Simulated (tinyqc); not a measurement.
Worked calculation: plane-wave Kohn-Sham cycle with exchange-only LDA in a layered model solid. Computed by tinyqc, a small Python program that keeps every step. Settings: points = 16, plane-wave index or count = 3, electrons = 2, k points = 1, area = 31.0, mixing = 0.3, iteration cap = 53, Pulay depth = 3. Command: `OMP_NUM_THREADS=1 python tinyqc.py 21369 21370 out.jsonl` (the two numbers bound the seeds that draw the settings). One thread of a shared host (Intel(R) Xeon(R) Processor @ 2.60GHz), about 0.01 s of CPU time with the checks. Later iterations appear only in the table of the cycle.

## Iteration 1: potential

A solid whose potential varies along x alone (atomic units):
```
parameter                      value
period a                   12.600000
cross-section of the cell  31.000000
electrons per cell                 2
grid points                       16
plane waves -n..n, n               3
k points                           1
V1 in V1 cos(2 pi x/a)     -0.740000
```

density at the start, on the grid x_j = j a/N (e/bohr^3): [0.00512033, 0.00512033, 0.00512033, 0.00512033, 0.00512033, 0.00512033, 0.00512033, 0.00512033, 0.00512033, 0.00512033, 0.00512033, 0.00512033, 0.00512033, 0.00512033, 0.00512033, 0.00512033]

V_H(G) = 4 pi rho(G)/G^2 for G != 0 (uniform background); v_x = -(3 rho/pi)^(1/3); V = V_ext + V_H + v_x; Fourier components f(G_m) = (1/N) sum_j f(x_j) exp(-i G_m x_j).

Potentials on the grid (hartree):
```
x              V_ext       V_H        v_x          V
0.000000   -0.740000  0.000000  -0.169729  -0.909729
0.787500   -0.683671  0.000000  -0.169729  -0.853400
1.575000   -0.523259  0.000000  -0.169729  -0.692988
2.362500   -0.283186  0.000000  -0.169729  -0.452915
3.150000           0  0.000000  -0.169729  -0.169729
3.937500    0.283186  0.000000  -0.169729   0.113457
4.725000    0.523259  0.000000  -0.169729   0.353530
5.512500    0.683671  0.000000  -0.169729   0.513942
6.300000    0.740000  0.000000  -0.169729   0.570271
7.087500    0.683671  0.000000  -0.169729   0.513942
7.875000    0.523259  0.000000  -0.169729   0.353530
8.662500    0.283186  0.000000  -0.169729   0.113457
9.450000           0  0.000000  -0.169729  -0.169729
10.237500  -0.283186  0.000000  -0.169729  -0.452915
11.025000  -0.523259  0.000000  -0.169729  -0.692988
11.812500  -0.683671  0.000000  -0.169729  -0.853400
```

V(G_m), m = 0, 1, 2, ... (hartree): [-0.169729, -0.370000, 0.000000, 0.000000, 0.000000, 0.000000, 0.000000]

## Iteration 1: Hamiltonian at one k

k = 0.000000 2 pi / a

H(m,m') = (k + G_m)^2/2 delta + V(G_m - G_m'), with V(-G) = V(G).

H (hartree), order -3, -2, -1, +0, +1, +2, +3:
$$\begin{pmatrix}
0.949274 & -0.370000 & 0.000000 & 0.000000 & 0.000000 & 0.000000 & 0.000000 \\
-0.370000 & 0.327605 & -0.370000 & 0.000000 & 0.000000 & 0.000000 & 0.000000 \\
0.000000 & -0.370000 & -0.045395 & -0.370000 & 0.000000 & 0.000000 & 0.000000 \\
0.000000 & 0.000000 & -0.370000 & -0.169729 & -0.370000 & 0.000000 & 0.000000 \\
0.000000 & 0.000000 & 0.000000 & -0.370000 & -0.045395 & -0.370000 & 0.000000 \\
0.000000 & 0.000000 & 0.000000 & 0.000000 & -0.370000 & 0.327605 & -0.370000 \\
0.000000 & 0.000000 & 0.000000 & 0.000000 & 0.000000 & -0.370000 & 0.949274
\end{pmatrix}$$

## Iteration 1: levels at that k

Diagonalise the Hermitian matrix.

eigenvalues (hartree): [-0.703131, -0.306249, 0.053432, 0.393361, 0.561847, 1.144371, 1.149606]

## Iteration 1: new density

Motion across x is left out: the lowest 1 band(s) hold two electrons at each of the k points (j + 1/2)/nk - 1/2. Residual R = rho(out) - rho(in); rho(new) = rho(in) + 0.3 R. rho(out) = 2/(a A nk) sum |psi|^2 with psi = sum c exp(i G x). Harris energy E = band energy - dV sum rho (V_H/2 + v_x) + (3/4) dV sum rho v_x with rho(in), dV = a A/N, band energy = (2/nk) sum of the filled levels.

rho(out) (e/bohr^3): [0.02275075, 0.01791751, 0.00865070, 0.00249846, 0.00044393, 0.00006461, 0.00001128, 0.00000074, 0.00000006, 0.00000074, 0.00001128, 0.00006461, 0.00044393, 0.00249846, 0.00865070, 0.01791751]

density after iteration 1 (e/bohr^3): [0.01040945, 0.00895948, 0.00617944, 0.00433377, 0.00371741, 0.00360361, 0.00358761, 0.00358445, 0.00358425, 0.00358445, 0.00358761, 0.00360361, 0.00371741, 0.00433377, 0.00617944, 0.00895948]

energy per cell = -1.32139739 hartree

## Iteration 2: potential

As before.

Potentials on the grid (hartree):
```
x              V_ext        V_H        v_x          V
0.000000   -0.740000   0.158195  -0.215014  -0.796819
0.787500   -0.683671   0.138593  -0.204527  -0.749605
1.575000   -0.523259   0.089958  -0.180706  -0.614008
2.362500   -0.283186   0.032376  -0.160551  -0.411360
3.150000           0  -0.019906  -0.152547  -0.172453
3.937500    0.283186  -0.061563  -0.150974   0.070648
4.725000    0.523259  -0.091454  -0.150751   0.281055
5.512500    0.683671  -0.109406  -0.150706   0.423558
6.300000    0.740000  -0.115392  -0.150703   0.473905
7.087500    0.683671  -0.109406  -0.150706   0.423558
7.875000    0.523259  -0.091454  -0.150751   0.281055
8.662500    0.283186  -0.061563  -0.150974   0.070648
9.450000           0  -0.019906  -0.152547  -0.172453
10.237500  -0.283186   0.032376  -0.160551  -0.411360
11.025000  -0.523259   0.089958  -0.180706  -0.614008
11.812500  -0.683671   0.138593  -0.204527  -0.749605
```

V(G_m), m = 0, 1, 2, ... (hartree): [-0.166703, -0.317073, 0.002671, -0.000761, -0.000120, 0.000147, 0.000078]

## Iteration 2: Hamiltonian at one k

k = 0.000000 2 pi / a

As before.

H (hartree), order -3, -2, -1, +0, +1, +2, +3:
$$\begin{pmatrix}
0.952300 & -0.317073 & 0.002671 & -0.000761 & -0.000120 & 0.000147 & 0.000078 \\
-0.317073 & 0.330632 & -0.317073 & 0.002671 & -0.000761 & -0.000120 & 0.000147 \\
0.002671 & -0.317073 & -0.042369 & -0.317073 & 0.002671 & -0.000761 & -0.000120 \\
-0.000761 & 0.002671 & -0.317073 & -0.166703 & -0.317073 & 0.002671 & -0.000761 \\
-0.000120 & -0.000761 & 0.002671 & -0.317073 & -0.042369 & -0.317073 & 0.002671 \\
0.000147 & -0.000120 & -0.000761 & 0.002671 & -0.317073 & 0.330632 & -0.317073 \\
0.000078 & 0.000147 & -0.000120 & -0.000761 & 0.002671 & -0.317073 & 0.952300
\end{pmatrix}$$

## Iteration 2: levels at that k

As before.

eigenvalues (hartree): [-0.607961, -0.246794, 0.072716, 0.384303, 0.508389, 1.100425, 1.103346]

## Iteration 2: new density

B (overlaps of the stored error matrices):
$$\begin{pmatrix}
9.0274301e-04 & 6.0352080e-04 \\
6.0352080e-04 & 4.0423085e-04
\end{pmatrix}$$

Motion across x is left out: the lowest 1 band(s) hold two electrons at each of the k points (j + 1/2)/nk - 1/2. Residual R = rho(out) - rho(in); rho(new) = rho(in) + 0.3 R; Pulay mixing then takes sum c_i of the stored mixed densities, with c from B_ij = sum R_i R_j as in DIIS. rho(out) = 2/(a A nk) sum |psi|^2 with psi = sum c exp(i G x). Harris energy E = band energy - dV sum rho (V_H/2 + v_x) + (3/4) dV sum rho v_x with rho(in), dV = a A/N, band energy = (2/nk) sum of the filled levels.

rho(out) (e/bohr^3): [0.02185407, 0.01750226, 0.00893088, 0.00287559, 0.00060613, 0.00010177, 0.00001723, 0.00000169, 0.00000006, 0.00000169, 0.00001723, 0.00010177, 0.00060613, 0.00287559, 0.00893088, 0.01750226]

DIIS coefficients: [-1.994251, 2.994251]

density after iteration 2 (e/bohr^3): [0.02068987, 0.01663325, 0.00865099, 0.00302392, 0.00092263, 0.00045800, 0.00038043, 0.00036614, 0.00036466, 0.00036614, 0.00038043, 0.00045800, 0.00092263, 0.00302392, 0.00865099, 0.01663325]

energy per cell = -1.16527215 hartree

## Convergence

Stop when sqrt(dV sum R^2) is below 1e-8, dV = a A/N.

Course of the cycle:
```
iteration  E (hartree)  norm of the residual
1          -1.32139739              1.48e-01
2          -1.16527215              9.93e-02
3          -1.03297131              1.50e-02
4          -1.03303826              2.01e-02
5          -1.03360864              4.06e-04
6          -1.03361007              1.81e-05
7          -1.03361008              1.23e-05
8          -1.03361008              5.42e-06
9          -1.03361008              1.40e-07
10         -1.03361008              9.25e-08
11         -1.03361008              1.34e-08
12         -1.03361008              8.07e-09
```

Converged in 12 iterations. Before convergence this energy mixes input and output and is not variational, so it may rise towards its limit.
